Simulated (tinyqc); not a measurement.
# Silicon n-p-n transistor, Gummel numbers and transit times, step by step

Numbers from tinyqc (`OMP_NUM_THREADS=1 python tinyqc.py 2320080 2320081 out.jsonl`; about 0.01 s on one thread of a shared Intel Xeon 2.30GHz). Printed values are rounded.

One-dimensional n-p-n transistor in the forward active mode at low injection. In the base p(x) = NB exp(-eta x/wb) and ni(x)^2 = ni^2 exp((g0 + g1 x/wb)/Vt); electrons leave the base at vsat; band spikes at the emitter junction and recombination inside the emitter are ignored.

Parameters, values chosen for the exercise; band and dielectric values close to those of silicon: temperature T = 300 K; band gap Eg = 1.13 eV; relative permittivity eps_r = 11.6; conduction-band density of states at T Nc = 2.82e19 cm^-3; valence-band density of states at T Nv = 2.63e19 cm^-3; saturation velocity vsat = 9.87e6 cm/s; neutral base width wb = 320 nm; base doping at the emitter edge NB = 2.3e18 cm^-3; doping falls as exp(-eta x/wb) eta = 0; gap reduction at the emitter edge of the base g0 = 0 eV; further gap reduction across the base (linear) g1 = 0 eV; electron diffusion coefficient in the base Dn = 4.6 cm^2/s; emitter doping NE = 3e20 cm^-3; gap reduction in the emitter (negative: wider gap) gE = 0.077 eV; neutral emitter width we = 270 nm; hole diffusion coefficient in the emitter Dp = 1.6 cm^2/s; recombination velocity at the emitter contact Se = 8e6 cm/s; electron lifetime in the base tb = 4e-8 s; collector doping NC = 1.2e16 cm^-3; collector-base reverse bias VCB = 0.1 V.

Constants: q = 1.602176634e-19 C, kB = 1.380649e-23 J/K, Vt = kB T/q, eps0 = 8.8541878128e-14 F/cm where lengths are in cm. Results are converted to the units shown.

Range of the model: Heavy doping makes emitter or base degenerate; gE and g0 are to be read as apparent gap changes that include this.

## Base Gummel number and transit time

f(x) = p(x) ni^2/ni(x)^2; I(x) = integral from x to wb of f/Dn, plus f(wb)/vsat; base Gummel number GB = I(0); electron density per unit flux n/(J/q) = I/f; base transit time tauB = integral of I/f over the base. Trapezoid rule on 11 equal steps.

| point | x (nm) | f (cm^-3) | I (s/cm^4) | I/f (s/cm) |
|---|---|---|---|---|
| 0 | 0.000 | 2.3e18 | 1.62330e13 | 7.05784e-6 |
| 1 | 29.091 | 2.3e18 | 1.47785e13 | 6.42543e-6 |
| 2 | 58.182 | 2.3e18 | 1.33239e13 | 5.79302e-6 |
| 3 | 87.273 | 2.3e18 | 1.18694e13 | 5.16061e-6 |
| 4 | 116.364 | 2.3e18 | 1.04148e13 | 4.52819e-6 |
| 5 | 145.455 | 2.3e18 | 8.96030e12 | 3.89578e-6 |
| 6 | 174.545 | 2.3e18 | 7.50576e12 | 3.26337e-6 |
| 7 | 203.636 | 2.3e18 | 6.05121e12 | 2.63096e-6 |
| 8 | 232.727 | 2.3e18 | 4.59667e12 | 1.99855e-6 |
| 9 | 261.818 | 2.3e18 | 3.14212e12 | 1.36614e-6 |
| 10 | 290.909 | 2.3e18 | 1.68757e12 | 7.33728e-7 |
| 11 | 320.000 | 2.3e18 | 2.33029e11 | 1.01317e-7 |

GB = 1.62330e13 s/cm^4
tauB = 114.546 ps

With 4000 steps GB = 1.623e13 s/cm^4 and tauB = 114.5 ps. A uniform base would give wb^2/(2 Dn) + wb/vsat = 115 ps.

## Gain, Early voltage and collector delay

ni = sqrt(Nc Nv) exp(-Eg/(2 Vt)), Eg in volts; GE = NE exp(-gE/Vt)(we/Dp + 1/Se); JC = J0 exp(VBE/Vt), J0 = q ni^2/GB; gain limited by back injection GE/GB, by base recombination tb/tauB, together 1/beta = the sum of the inverses; collector layer one-sided, Wc = sqrt(2 eps0 eps_r (Vbc + VCB)/(q NC)), Vbc = Vt ln(p(wb) NC/ni^2), Cjc = eps0 eps_r/Wc; Early voltage VA = GB q p(wb)/(f(wb) Cjc [1/Dn - (eta + g1/Vt)/(wb vsat)]), f(wb) = p(wb) exp(-(g0 + g1)/Vt), p(wb) = NB exp(-eta); tauC = Wc/(2 vsat).

ni = 8.78052e9 cm^-3
GE = 2.59434e14 s/cm^4
J0 = 7.60941e-13 A/cm^2
GE/GB = 15.9819
tb/tauB = 349.203
beta = 15.2824
Wc = 321.320 nm
Cjc = 0.319646 fF/um^2
VA = 374.282 V
tauC = 1.62776 ps

The gain is limited more by back injection into the emitter. beta VA = 5720 V.
